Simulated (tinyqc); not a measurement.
# Worked calculation: octagonal on-chip spiral inductor, lumped pi model

Program tinyqc, `OMP_NUM_THREADS=1 python tinyqc.py 2302037 2302038 out.jsonl`; Intel Xeon 2.30GHz, shared host, one thread, about 0.01 s. Printed values are rounded.

Outer diameter do = di + 2 n wd + 2 (n - 1) sp, mean da = (do + di)/2, fill p = (do - di)/(do + di), length l = 3.314 n da. L = 2.25 mu0 n^2 da/(1 + 3.55 p), mu0 = 4 pi 1e-7 H/m. Rs = rho l/(wd delta (1 - exp(-th/delta))), delta = sqrt(rho/(pi f mu0)). Cs = n wd^2 eps0 eo/hu across the coil. At each end Cox = l wd eps0 eo/(2 ho) leads to the substrate branch Rsi = 2 rs he/(l wd) in parallel with Csi = l wd eps0 11.7/(2 he). With one end grounded Y = 1/(Rs + i w L) + i w Cs + 1/[1/(i w Cox) + 1/(1/Rsi + i w Csi)], w = 2 pi f; Q = -Im Y/Re Y. Eddy currents in neighbouring turns and in the substrate are left out.

Inputs (values chosen for the exercise); values of the order met in silicon radio-frequency processes:
- n = 4.5 (number of turns)
- wd = 15 um (line width)
- sp = 1.5 um (space between turns)
- di = 100 um (inner diameter)
- th = 2 um (metal thickness)
- rho = 2.2 uohm cm (metal resistivity)
- ho = 3.2 um (oxide below the coil)
- hu = 0.9 um (oxide between coil and underpass)
- eo = 4.1 (relative permittivity of the oxide)
- rs = 1 ohm cm (substrate resistivity)
- he = 50 um (effective spreading depth in the substrate)
- f = 1.5 GHz (frequency)

Constants: eps0 = 8.8541878128e-12 F/m. Results are converted to the units shown.

## Geometry and model elements

do, l, L, delta, Rs, Cs, Cox, Rsi and Csi as defined.

do = 245.5 um
l = 2576.221 um
L = 3.964274 nH
delta = 1.927462 um
Rs = 3.035935 ohm
Cs = 40.83994 fF
Cox = 219.1931 fF
Rsi = 25.87770 ohm
Csi = 40.03215 fF

Rs is 1.61 times the direct-current value in this empirical form, which overstates the skin effect of a flat slab when delta is near th and so stands in for some current crowding.

## Admittance, quality factor and apparent inductance

Series branch 1/(Rs + i w L), substrate branch, total Y, Q = -Im Y/Re Y, apparent inductance Im(1/Y)/w, metal-only value w L/Rs, share of the loss in the substrate Re(substrate branch)/Re Y.

series branch = 2.16055-26.58932i mS
substrate branch = 0.109999+2.058892i mS
Y = 2.27055-24.14552i mS
Q = 10.63421
apparent inductance = 4.355809 nH
w L/Rs = 12.30672
share of the loss in the substrate = 4.844600 %

Q is 86.4 % of the metal-only value.
